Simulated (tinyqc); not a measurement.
Kinetic against equilibrium segregation over temperature: surface segregation during layer-by-layer epitaxy: two-layer exchange kinetics and the shape of quantum wells and delta layers. Computed by tinyqc, a small Python program. Command: `OMP_NUM_THREADS=1 python tinyqc.py 3008321 3008322 out.jsonl mbeseg walk`. One thread of a shared host (Intel(R) Xeon(R) Processor @ 2.30GHz), about 0.01 s of CPU time with the checks.

Atoms A and B exchange only between the growing layer and the one below it. B is supplied for N layers, then pure A follows.

Inputs (values chosen for the exercise, close to those used for gallium in AlAs):

| quantity | value | unit |
|---|---|---|
| barrier E1 for B to move up | 2.05 | eV |
| segregation energy E_s | 0.088 | eV |
| attempt frequency nu | 10 | THz |
| growth rate G | 1.4 | layers/s |
| share x0 of B in the flux during the well | 0.54 | - |
| layers in the well N | 8 | - |
| layer thickness | 2.83 | angstrom |
| temperature T | 590 | C |

Constants: k_B = 8.617333262e-05 eV/K.

Method:
- p1 = nu exp(-E1/(k_B T)) (B up, A down), p2 = nu exp(-(E1 + E_s)/(k_B T)) (B down); time per layer tau = 1/G; K = p1/p2.
- Temperatures in kelvin are T(C) + 273.15.
- Each layer is deposited complete with B share x_dep and then exchanges for the time tau = 1/G with the layer below, whose share is b (total c = s + b fixed): ds/dt = p1 b (1 - s) - p2 s (1 - b), s(0) = x_dep. With the roots s1 < s2 of the right side, (s - s1)/(s - s2) = [(s(0) - s1)/(s(0) - s2)] exp(-(p1 - p2)(s2 - s1) tau). The lower layer is then buried with c - s, and s becomes the b of the next layer.
- In the dilute tail each layer passes up the share R = R_eq (1 - exp(-(p1 + p2) tau)); decay length = -layer thickness/ln R.
- R_eq = K/(1 + K).

Segregation:

| T (C) | p1 tau | R_eq | R | decay length (angstrom) | peak share |
|---|---|---|---|---|---|
| 470 | 8.9434e-02 | 0.79805 | 0.08460 | 1.146 | 0.54000 |
| 510 | 4.5875e-01 | 0.78650 | 0.34758 | 2.678 | 0.53999 |
| 550 | 2.0074e+00 | 0.77567 | 0.71736 | 8.520 | 0.53926 |
| 590 | 7.6611e+00 | 0.76551 | 0.76547 | 10.589 | 0.53872 |
| 630 | 2.5967e+01 | 0.75597 | 0.75597 | 10.116 | 0.53863 |
| 670 | 7.9355e+01 | 0.74701 | 0.74701 | 9.703 | 0.53854 |
| 710 | 2.2144e+02 | 0.73860 | 0.73860 | 9.340 | 0.53846 |
| 750 | 5.7028e+02 | 0.73068 | 0.73068 | 9.019 | 0.53839 |

The decay length peaks at 590 C among these rows: below, exchange is too slow; above, equilibrium rules and K = exp(E_s/(k_B T)) falls. p1 tau passes 1 between 510 and 550 C, below which sharp interfaces can be grown. Caution: decay lengths below one layer thickness are only formal. Caution: in the hottest rows B can desorb, which is left out.

Extremes, crossings and ranges named in words are read from the listed rows.
